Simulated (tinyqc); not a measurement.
Mobility and doping from two currents.

Question. A trap-free film with injecting contacts is fitted, with diffusion neglected, by J = q mu N V/Lf + (9/8) eps0 eps_r mu V^2/Lf^3. Find mu, N and the voltage at which both terms are equal.

Values chosen for this exercise: relative permittivity eps_r = 11.7; film thickness Lf = 1300 nm.

Constants: q = 1.602176634e-19 C, eps0 = 8.8541878128e-14 F/cm where lengths are in cm. Results are converted to the units shown.

J at 2.5 and 20 V (A/cm^2): 0.073503747  1.7020073

Answer. J/V is a straight line in V: the slope gives mu and the intercept mu N.

mu = 0.006000 cm^2/(V s)
N = 2.900e15 cm^-3
crossover voltage = 6.738 V

Computed by the program tinyqc: `OMP_NUM_THREADS=1 python tinyqc.py 2730033 2730034 out.jsonl`, one thread of a shared Intel Xeon 2.30GHz, about 0.06 s for the whole run.
